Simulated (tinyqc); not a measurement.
Crystal pulling from the melt: segregation, interface stability, heat balance and point-defect regime: one step, computed by the program tinyqc. Command: `OMP_NUM_THREADS=1 python tinyqc.py 3021009 3021010 out.jsonl pull walk`. One thread of a shared host (Intel(R) Xeon(R) Processor @ 2.30GHz), about 0.01 s of CPU time with the checks.

A dilute solute; steady pulling with a flat interface unless it is found unstable.

Problem. Constitutional supercooling. Liquidus slope per concentration (van 't Hoff): |m| = k_B T_m^2 (1 - k0)/L. Solute gradient at the interface: G_C = (V/D) C_s (1 - k0)/k0. Constitutional supercooling sets in when |m| G_C > G_L. Critical C_s from the equality.

Inputs (values chosen for the exercise, modelled on aluminium in silicon):
```
quantity,value,unit
equilibrium coefficient k0,0.002,-
diffusivity in the melt D,0.00013,cm^2/s
pull rate V,1.6,mm/min
gradient in the melt G_L,8.6,K/cm
latent heat per volume L,4140,J/cm^3
melting point T_m,1685,K
```

C_s = 3.444280e+16 1/cm^3

Constants: k_B = 1.380649e-23 J/K.

Give: |m|; |m| G_C; critical C_s; ratio |m| G_C/G_L.

Solution.

|m| = 9.450e-21 K cm^3

|m| G_C = 3.331 K/cm

critical C_s = 8.891e+16 1/cm^3

ratio |m| G_C/G_L = 0.3874

The interface is stable by this test, with a margin of 2.6.
